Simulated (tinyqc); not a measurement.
Radius, Mott density and mass from the binding energy.

Inverse problem. A donor has the isolated binding energy E0 = cc Ry, Ry = (m0 q^3/(8 eps0^2 h^2)) me/eps_r^2 in eV, radius a = q/(8 pi eps0 eps_r E0) and Mott density (0.26/a)^3. Find a, the Mott density and me.

Values chosen for this exercise: relative permittivity eps_r = 11; ratio of the true binding energy to the hydrogenic one cc = 2.1.

Constants: q = 1.602176634e-19 C, eps0 = 8.8541878128e-12 F/m, h = 6.62607015e-34 J s, m0 = 9.1093837015e-31 kg. Results are converted to the units shown.

E0 = 69.658900 meV

Solution. Each follows directly from E0.

a = 0.9396 nm
Mott density = 2.119e19 cm^-3
me = 0.2950 m0

tinyqc, about 0.02 s, one thread, Intel Xeon 2.30GHz (shared host): `OMP_NUM_THREADS=1 python tinyqc.py 2330025 2330026 out.jsonl`
